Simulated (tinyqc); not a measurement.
Disorder broadening of a one-dimensional band in the self-consistent Born approximation: one step of the calculation.

The local Green function is G = g0(z - Sigma) with z = E + i eta and g0(z) = 1/(sqrt(z - 2t) sqrt(z + 2t)), principal roots; the self-energy is Sigma = D G. The density of states is -Im G/pi.

Problem. Density of states and lifetime. G = Sigma/D, density of states -Im G/pi, lifetime hbar/(2 |Im Sigma|); without disorder the density of states is -Im g0(z)/pi.

Inputs (values chosen for the exercise): hopping t = 0.6 eV; variance of the random site energy D = 0.027 eV^2; bare broadening eta = 0.018 eV; energy from the band centre E = 0.181 eV.

Constants: q = 1.602176634e-19 C, hbar = 1.054571817e-34 J s. Results are converted to the units shown.

converged Sigma = 0.000118979-0.022745702i eV

Give: density of states; lifetime; density of states without disorder.

Solution.

density of states = 0.26815 1/eV
lifetime = 14.469 fs
density of states without disorder = 0.26830 1/eV

Disorder makes the density of states at this energy 0.052 % below the clean value.

Range of the model: The self-consistent Born approximation misses band tails from rare fluctuations and localisation.

Program tinyqc, `OMP_NUM_THREADS=1 python tinyqc.py 2720107 2720108 out.jsonl`; Intel Xeon 2.30GHz, shared host, one thread, about 0.02 s.
